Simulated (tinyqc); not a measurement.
Changing the temperature T: square-lattice Ising model by mean field, Bethe lattice, transfer matrix, exact enumeration and Monte Carlo steps. Computed by tinyqc, a small Python program. Command: `OMP_NUM_THREADS=1 python tinyqc.py 3028161 3028162 out.jsonl ising sweep`. One thread of a shared host (Intel(R) Xeon(R) Processor @ 2.30GHz), about 0.06 s of CPU time with the checks.

H = -J sum over nearest pairs s_i s_j, s = +-1, no field, periodic boundaries; energies per site are in J. As a lattice gas or an alloy, s marks which species holds the site.

Inputs (values chosen for the exercise, for a model lattice): coupling J = 38 meV.

Enumerated cell: 4 x 4.

States of the 4 x 4 cell:
```
E (J)  |M|  count
-32     16      2
-24     14     32
-20     12     64
-16      0      8
-16      8     48
-16     10    192
-16     12    176
-12      2    128
-12      4    192
-12      6    384
-12      8    512
-12     10    512
-8       0    768
-8       2   1248
-8       4   1408
-8       6   1376
-8       8   1472
-8      10    416
-4       0   1600
-4       2   3840
-4       4   3648
-4       6   3328
-4       8   1152
0        0   4356
0        2   7360
0        4   5856
0        6   2496
0        8    456
4        0   3264
4        2   6272
4        4   3136
4        6    896
8        0   2112
8        2   2784
8        4   1536
8        6    256
12       0    576
12       2   1024
12       4    128
16       0    120
16       2    192
16       4    112
20       0     64
24       2     32
32       0      2
```

Constants: k_B = 8.617333262e-05 eV/K.

Method:
- K = J/(k_B T). Onsager: k_B T_c/J = 2/ln(1 + sqrt 2); mean field: 4; Bethe lattice with z = 4: 2/ln 2.
- K = J/(k_B T). Mean field: m = tanh(4 K m), u = -2 m^2. Bethe: cavity field h = 3 artanh(tanh K tanh h), m = tanh(4h/3), u = -2 (tanh K + tanh^2 h)/(1 + tanh K tanh^2 h). Exact: m = [1 - sinh(2K)^(-4)]^(1/8) below T_c; u = -coth(2K) [1 + (2/pi)(2 tanh^2(2K) - 1) K1(k)], k = 2 sinh(2K)/cosh^2(2K), K1 the complete elliptic integral of the first kind. The largest root is taken.
- Weights count x exp(-K E); N = 16; u = <E>/N, c = K^2 (<E^2> - <E>^2)/N in k_B, Binder U = 1 - <M^4>/(3 <M^2>^2).

One run for each value:
```
temperature T (K)  heat capacity c, cell  Binder cumulant U  <|m|>, cell  m, exact  u, cell  u, exact
617                              0.14548            0.66506      0.99127   0.99142  -1.9680   -1.9682
705                              0.26497            0.66232      0.97915   0.97972  -1.9278   -1.9286
793                              0.42555            0.65636      0.95658   0.95712  -1.8594   -1.8600
882                              0.60564            0.64480      0.91891   0.91128  -1.7553   -1.7455
970                              0.75034            0.62580      0.86563   0.78517  -1.6190   -1.5469
1060                             0.81509            0.59765      0.79853   0.00000  -1.4576   -1.1998
1150                             0.78837            0.56166      0.72666   0.00000  -1.2926   -1.0228
1230                             0.71320            0.52517      0.66516   0.00000  -1.1559   -0.9137
1320                             0.60665            0.48195      0.60315   0.00000  -1.0211   -0.8200
1410                             0.50255            0.43919      0.55041   0.00000  -0.9081   -0.7460
```

Over the rows, heat capacity c, cell goes from 0.145 through a maximum among these rows, 0.815 at 1060, to 0.503; Binder cumulant U falls from 0.665 to 0.439 (exponent d ln y / d ln x -0.031 between the first rows and -1.4 between the last); <|m|>, cell falls from 0.991 to 0.550 (exponent d ln y / d ln x -0.092 between the first rows and -1.4 between the last). The heat capacity of the cell peaks among these rows at k_B T/J = 2.40, against the exact 2.269 where the infinite lattice diverges logarithmically.

Extremes, crossings and ranges named in words are read from the listed rows.
